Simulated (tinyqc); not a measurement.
# Permittivity of the insulator from five potentials

Question. A node lies on a semiconductor-insulator interface. Steps: hs = tb/2 down into the semiconductor, ho = tox/1 up into the insulator, hy = L/5 sideways. The flux balance of its box reads eox (hy/ho)(above - node) + eps_r (hy/hs)(below - node) + [(eps_r hs + eox ho)/(2 hy)](left + right - 2 node) - q Na (hs/2) hy/eps0 = 0. Find eox.

Inputs (values chosen for the exercise); semiconductor permittivity close to that of germanium: relative permittivity of the semiconductor eps_r = 16.3; body thickness tb = 8 nm; insulator thickness tox = 1.8 nm; channel length L = 48 nm; acceptor density of the depleted body Na = 3.1e17 cm^-3.

Constants: q = 1.602176634e-19 C, eps0 = 8.8541878128e-14 F/cm where lengths are in cm. Results are converted to the units shown.

psi (V): node 0.21805479, above 0.19, below 0.24192204, left 0.25480020, right 0.25357321

Answer. The balance is linear in eox.

eox = 7.50

Program tinyqc, `OMP_NUM_THREADS=1 python tinyqc.py 2480057 2480058 out.jsonl`; Intel Xeon 2.30GHz, shared host, one thread, about 0.09 s.
